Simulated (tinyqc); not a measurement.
# Band bending at a free surface with a continuum of surface states, surface photovoltage and Kelvin probe: effects of single changes

n-type bulk, xi = Ec - EF = Vt ln(Nc/Nd), p0 = ni^2/Nd, ni = sqrt(Nc Nv) exp(-Eg/(2 Vt)), Eg in volts. b is the upward band bending, u = b/Vt. Space charge per area, in units of q: Qc = sign(b) sqrt((2 eps0 eps_r Vt/q) [(Nd + dn)(exp(-u) - 1) + Nd u + (p0 + dn)(exp(u) - 1)]), with dn the excess density under light (flat quasi-Fermi levels; 0 in the dark). The states hold -Ds (E0 - xi - b): negative while the Fermi level lies above the neutrality level. Neutrality: Qc + Qf + (charge of the states) = 0.

Parameters, values chosen for the exercise; band and dielectric values close to those of silicon: temperature T = 300 K; band gap Eg = 1.14 eV; relative permittivity eps_r = 11.5; conduction-band density of states at T Nc = 2.86e19 cm^-3; valence-band density of states at T Nv = 2.69e19 cm^-3; donor density Nd = 3.7e17 cm^-3; fixed positive charge at the surface Qf = 0 cm^-2; density of surface states Ds = 3.4e12 cm^-2 eV^-1; depth of their neutrality level below the conduction edge E0 = 0.56 eV.

Constants: q = 1.602176634e-19 C, kB = 1.380649e-23 J/K, Vt = kB T/q, eps0 = 8.8541878128e-14 F/cm where lengths are in cm. Results are converted to the units shown.

Each table varies one quantity; the others keep the values above.

## Pinning by the surface states

b solves the neutrality condition in the dark.

Pinning by the surface states:
```
Ds (cm^-2 eV^-1)	b (V)	xi + b (eV)	Qc (cm^-2)
2.4e10	0.001132	0.1135	1.072e10
6.7e10	0.003186	0.1156	2.978e10
1.8e11	0.008750	0.1211	7.899e10
5.1e11	0.02633	0.1387	2.148e11
1.4e12	0.08079	0.1932	5.135e11
3.9e12	0.2094	0.3218	9.291e11
1.1e13	0.3375	0.4499	1.211e12
2.9e13	0.4018	0.5142	1.330e12
8.1e13	0.4306	0.5430	1.380e12
```

b rises from 0.00113 to 0.431 V. The Fermi level moves towards E0 = 0.56 eV and is within 17.0 meV of it in the last row; it is half-way there at the Ds that solves Ds b = Qc(b) + Qf with b = (E0 - xi)/2, 4.31e12 cm^-2 eV^-1.

## Photovoltage against injection

Same model as above.

Under chopped light the surface charge keeps its dark value, so b falls to bL with Qc(bL, dn) = Qc(b, 0); the photovoltage is b - bL.

Photovoltage against injection:
```
dn (cm^-3)	bL (V)	photovoltage (mV)	share of b removed (%)
5.1e8	0.1895	5.441e-5	2.871e-5
5e9	0.1895	5.334e-4	2.814e-4
4.8e10	0.1895	0.005120	0.002701
4.6e11	0.1895	0.04898	0.02584
4.5e12	0.1891	0.4714	0.2487
4.3e13	0.1856	3.938	2.078
4.2e14	0.1692	20.36	10.74
4e15	0.1360	53.49	28.22
3.9e16	0.09336	96.18	50.74
3.7e17	0.05064	138.9	73.28
3.6e18	0.01997	169.6	89.47
```

What does the table show?

The photovoltage rises from 5.44e-5 to 170 mV, towards the full b = 190 mV. Its steepest rise is 43.7 mV a decade (Vt ln 10 = 59.5 mV), and it reaches 89.5 % of b in the last row: even strong light does not flatten the bands fully, so a saturation reading understates b. For dn = 3.6e18 the injection is high, and a Dember voltage, left out here, adds to the signal.

Computed by the program tinyqc: `OMP_NUM_THREADS=1 python tinyqc.py 2430036 2430037 out.jsonl`, one thread of a shared Intel Xeon 2.30GHz, about 0.01 s for the whole run.
